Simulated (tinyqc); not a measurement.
Resistance of a tapered via with liner, size effect and interface: one step of the calculation.

A round via whose diameter grows from db at the bottom as D(z) = db + 2 z/tan(ang). The fill, of diameter D - 2 tl, starts above the bottom liner (thickness fb tl) and has rho = rho0 (1 + ks lam/(D - 2 tl)); the sidewall liner conducts in parallel with it. The bottom liner and the interface are crossed over the full area pi db^2/4. Spreading in the lines above and below is left out.

Question. Total resistance. R_fill = sum of the slices; R_bottom = rl fb tl/(pi db^2/4); R_interface = ri/(pi db^2/4); ballistic (Sharvin) limit 1/(Sb pi (db - 2 tl)^2/4); ideal cylinder rho0 hv/(pi db^2/4).

Inputs (values chosen for the exercise); fill metal close to cobalt:
- db = 12 nm (diameter at the bottom)
- hv = 31 nm (height)
- rho0 = 6.09 uohm cm (bulk resistivity of the fill)
- tl = 1.1 nm (liner on the sidewall)
- fb = 0.5 (liner at the bottom over that on the sidewall)
- rl = 300 uohm cm (resistivity of the liner)
- ri = 4.7e-12 ohm cm^2 (interface resistivity at the bottom)
- Sb = 1e15 S/m^2 (ballistic conductance per area, about 3/(4 rho0 lam))

slice resistance, slice 0 to 9 (ohm): [6.2703100, 5.7817068, 5.3451163, 4.9536579, 4.6015253, 4.2837946, 3.9962713, 3.7353665, 3.4979967, 3.2815023]

Find: parts; R; shares; ballistic limit; ideal cylinder.

Answer.

parts (ohm): fill 45.747, bottom liner 14.589, interface 4.1557
R = 64.492 ohm
shares (%): fill 70.935, bottom liner 22.622, interface 6.444
ballistic limit = 13.257 ohm
ideal cylinder = 16.693 ohm

The fill is the largest part, and R is 3.86 times the ideal cylinder. With 2000 slices R = 64.507 ohm.

tinyqc, about 0.01 s, one thread, Intel Xeon 2.30GHz (shared host): `OMP_NUM_THREADS=1 python tinyqc.py 2750127 2750128 out.jsonl`
